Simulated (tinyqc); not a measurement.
Shallow donor in an anisotropic valley (effective-mass theory): one step. Energy of one trial function. Three cases, with inputs chosen for the exercise.

Task: Evaluate T, V and E. Scaling both radii by f changes T to T/f^2 and V to V/f, so the best factor is f = -2T/V, with energy -V^2/(4T).

One valley: H = -c [(d2/dx2 + d2/dy2)/mt + (d2/dz2)/ml] - q/(eps r), c = hbar^2/2m0, q = e^2/(4 pi eps0). Trial function exp(-sqrt((x^2 + y^2)/a^2 + z^2/b^2)) with a > b: T = (c/3)(2/(mt a^2) + 1/(ml b^2)), V = -(q/eps) atan(u/b)/u, u = sqrt(a^2 - b^2). The central cell of the impurity is left out.

Constants: hbar^2/2m0 = 3.80998211 eV angstrom^2; e^2/(4 pi eps0) = 14.39964547 eV angstrom.

Give: T; V; E; best scale factor; energy after scaling.

Case 1.

Values chosen (near those of AlAs; the results hold for these values, not for the real material): ml = 1.078 m0 (longitudinal mass); mt = 0.195 m0 (transverse mass); eps = 9.7 (dielectric constant); a = 16.3 angstrom (trial radius across the axis); b = 8.3 angstrom (trial radius along the axis).

Result:

T = 66.127 meV
V = -109.686 meV
E = -43.560 meV
best scale factor = 1.2057
energy after scaling = -45.485 meV

The virial ratio -V/T is 1.659; it is 2 at the best scale. Scaling gains 1.925 meV.

Case 2.

Values chosen (near those of AlAs; the results hold for these values, not for the real material): ml = 1.058 m0 (longitudinal mass); mt = 0.197 m0 (transverse mass); eps = 10 (dielectric constant); a = 22 angstrom (trial radius across the axis); b = 11.7 angstrom (trial radius along the axis).

Result:

T = 35.408 meV
V = -78.066 meV
E = -42.658 meV
best scale factor = 0.9071
energy after scaling = -43.029 meV

The virial ratio -V/T is 2.205; it is 2 at the best scale. Scaling gains 0.371 meV.

Case 3.

Values chosen (near those of a group-V donor in Si; the results hold for these values, not for the real material): ml = 0.888 m0 (longitudinal mass); mt = 0.187 m0 (transverse mass); eps = 11.6 (dielectric constant); a = 28.9 angstrom (trial radius across the axis); b = 12.6 angstrom (trial radius along the axis).

Result:

T = 25.271 meV
V = -53.440 meV
E = -28.168 meV
best scale factor = 0.9458
energy after scaling = -28.251 meV

The virial ratio -V/T is 2.115; it is 2 at the best scale. Scaling gains 0.083 meV.

Computed by tinyqc, one run a case: `OMP_NUM_THREADS=1 python tinyqc.py N N+1 out.jsonl` with N = 1251753, 1251775, 1252446; one thread of a shared Intel(R) Xeon(R) Processor @ 2.30GHz, about 0.01 s a run at most.
